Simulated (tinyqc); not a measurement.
# Bias-temperature instability from a Gaussian distribution of capture and emission barriers, step by step

A worked calculation. Computed by tinyqc, a small Python program that keeps every step. Command: `OMP_NUM_THREADS=1 python tinyqc.py 3002917 3002918 out.jsonl bti walk`. One thread of a shared host (Intel(R) Xeon(R) Processor @ 2.30GHz), about 0.01 s of CPU time with the checks. Intermediate numbers are printed to about 6 digits and carried at full precision; extremes and crossings named in words are read from the listed rows.

Each trap has a capture time tau_0 exp(E_c/(k_B T)) under stress and an emission time tau_0 exp(E_e/(k_B T)) after it. E_c is Gaussian, and E_e = E_c + d with d Gaussian and independent. A trap counts as filled once t_s exceeds its capture time and as emptied once t_r exceeds its emission time.

Inputs (values chosen for the exercise, for a model p-channel transistor):
```
quantity                                      value        unit
shift with all traps filled V_max                63          mV
mean capture barrier at zero field mu_c        1.72          eV
spread of capture barriers sigma_c             0.26          eV
lowering of mu_c per field k_F                 0.06  eV/(MV/cm)
oxide field F                                   5.7       MV/cm
mean of E_e - E_c at the stress field, delta  -0.35          eV
spread of E_e - E_c, sigma_d                   0.26          eV
time constant tau_0                           2e-10           s
temperature T                                   150           C
stress time t_s                                   2           s
recovery time t_r                              0.02           s
failure criterion                                20          mV
```

Constants: k_B = 8.617333262e-05 eV/K.

## Stress

Demarcation energies E_s = k_B T ln(t_s/tau_0), E_r = k_B T ln(t_r/tau_0); mean barrier mu = mu_c - k_F F; z = (E_s - mu)/sigma_c; Phi is the standard normal distribution. Temperatures in kelvin are T(C) + 273.15. Shift without recovery dV0 = V_max Phi(z); local time exponent n = d ln dV0/d ln t_s = (k_B T/sigma_c) exp(-z^2/2)/(sqrt(2 pi) Phi(z)); apparent activation energy n E_s.

E_s = 0.839620 eV

mean barrier mu = 1.378 eV

z = -2.07069

shift without recovery dV0 = 1.20921 mV

time exponent n = 0.341638

apparent activation energy = 0.286846 eV

The stress has filled 1.9 % of the traps. The apparent energy 0.287 eV is only the share n of the barriers near 0.84 eV that are being crossed.

## Recovery

Remaining shift dV = V_max int_(-infinity)^(E_s) g(E_c) [1 - Phi((E_r - E_c - delta)/sigma_d)] dE_c, g the Gaussian density of E_c (Gauss-Legendre, 120 points over 7 sigma_c below E_s).

E_r = 0.671696 eV

remaining shift dV = 0.187914 mV

remaining share dV/dV0 = 0.155402

A measurement delay of t_r hides 84 % of the shift. Caution: part of the filled traps have an emission barrier near or below zero, which means only that they empty at once.

## Lifetime

Solve V_max Phi(z) = criterion for t_s; the power-law extrapolation from the stress point is t_s (criterion/dV0)^(1/n); 1 year = 3.15576e7 s.

log10 of the lifetime in s = 5.24289

log10 of the power-law estimate in s = 3.86775

The power law gives a time shorter by 1.38 decades, since n falls as traps fill; ten years is log10 = 8.50.

## What a measurement delay does to the time exponent

Columns: no delay, and delays of 1 us, 1 ms and 1 s.

Shift (mV):
```
t_s (s)   no delay     1 us     1 ms          1 s
1.00e+00    0.9502   0.5625   0.2315  4.88939e-02
1.00e+01    2.0488   1.4177   0.6947  1.83484e-01
1.00e+02    4.0320   3.1256   1.7818  5.78993e-01
1.00e+03    7.2603   6.0953   3.9447  1.54702e+00
1.00e+04   11.9994  10.6334   7.6220  3.52979e+00
1.00e+05   18.2729  16.7779  13.0132  6.94815e+00
1.00e+06   25.7621  24.1987  19.8932  1.19430e+01
1.00e+07   33.8244  32.2313  27.6073  1.81787e+01
```

Between 10 and 1000 s the apparent exponent is 0.275 without delay, 0.317 at 1 us, 0.377 at 1 ms and 0.463 at 1 s: a slow measurement loses more of a short stress than of a long one, which steepens the curve. Without delay the exponent falls from 0.334 to 0.118 over the table, so the growth is not a true power law. Caution: step-function filling and one Gaussian population are simplifications; real devices show several populations.

Checks made by the program: time exponent against a finite difference (relative difference below 1e-10).
